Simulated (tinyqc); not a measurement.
# A chain with a side-coupled site and dephasing by Buettiker voltage probes: effects of single changes

Sites 1 to 3 form a chain with hopping -t, and site 4 hangs on site 2 by -ts. Lead L joins site 1 and lead R site 3, both semi-infinite chains with hopping -t and site energy 0. Every site carries a probe with self-energy -i Gamma_p/2 that draws no net current. Linear response at zero temperature: mu_L = 1, mu_R = 0 in units of the bias.

Values chosen for this exercise:
- t = 1 eV (hopping (matrix element -t))
- U = [0, 0, 0, 0.07] eV (site energies 1 to N)
- E = 0.07 eV (Fermi energy)
- gp = 0.32 eV (probe broadening Gamma_p)
- ts = 0.59 eV (hopping from site 2 to the side site 4)

Constants: q = 1.602176634e-19 C, h = 6.62607015e-34 J s. Results are converted to the units shown.

Each table varies one quantity; the others keep the values above.

## Effect of the dephasing strength

Sigma = t^2 g(E), g(x) = (x - i sqrt(4 t^2 - x^2))/(2 t^2) for |x| < 2 t and (x - sign(x) sqrt(x^2 - 4 t^2))/(2 t^2) otherwise; Gamma = -2 Im Sigma; G = (E - H - Sigma_L - Sigma_R + i Gamma_p/2)^(-1). With Gamma the broadening by one lead, T_RL = Gamma^2 |G_(3,1)|^2, T_pL = Gamma Gamma_p |G_(p,1)|^2, T_pR = Gamma Gamma_p |G_(p,3)|^2, T_pq = Gamma_p^2 |G_(p,q)|^2 for p != q. No current into probe p: W mu = T_pL with W_pp = T_pL + T_pR + sum_q T_pq and W_pq = -T_pq. Then T_eff = T_RL + sum_p T_pR mu_p, and the resistance is (h/2q^2)/T_eff. Without probes means Gamma_p = 0.

Effect of the dephasing strength:
```
gp (eV)      T_RL  through probes    T_eff  resistance (kohm)
0.01     7.636e-4         0.02701  0.02777              464.8
0.018    0.002331         0.04637  0.04870              265.0
0.032    0.006653         0.07616  0.08281              155.8
0.056     0.01724          0.1175   0.1347              95.81
0.1       0.04135          0.1709   0.2123              60.81
0.18      0.08439          0.2270   0.3114              41.45
0.32       0.1340          0.2731   0.4070              31.71
0.56       0.1564          0.3059   0.4623              27.92
1          0.1234          0.3236   0.4469              28.88
1.8       0.05602          0.3006   0.3566              36.19
```

Read the table: what changes, and by how much?

Without probes the transmission is 0. T_eff goes from 0.0278 through a maximum of 0.462 (at gp = 0.56 eV among the rows listed) to 0.357; the direct part goes from 7.64e-4 through a maximum of 0.156 (at gp = 0.56 eV among the rows listed) to 0.0560 and the part through probes goes from 0.0270 through a maximum of 0.324 (at gp = 1 eV among the rows listed) to 0.301. Weak dephasing raises T_eff here, and the direct part too: it spoils the destructive interference with the side site.

## Coherent and dephased transmission against energy

Same model as above.

Coherent and dephased transmission against energy:
```
E (eV)  T without probes    T_eff
-1.8             0.95639  0.64615
-1.5             0.97268  0.72998
-1.2             0.97149  0.75731
-0.9             0.96120  0.76088
-0.6             0.93096  0.73634
-0.3             0.81541  0.64090
0                0.13923  0.42471
0.3              0.63058  0.54658
0.6              0.89405  0.70497
0.9              0.94774  0.74952
1.2              0.96426  0.75231
1.5              0.96725  0.72738
1.8              0.94942  0.64412
```

Without probes T lies between 0.139 and 0.973 in these rows, with them between 0.425 and 0.761. The probes lower it in 12 rows and raise it in 1; the largest relative gain is at E = 0 eV, where the coherent value is 0.139.

Computed by the program tinyqc: `OMP_NUM_THREADS=1 python tinyqc.py 2700011 2700012 out.jsonl`, one thread of a shared Intel Xeon 2.30GHz, about 0.01 s for the whole run.
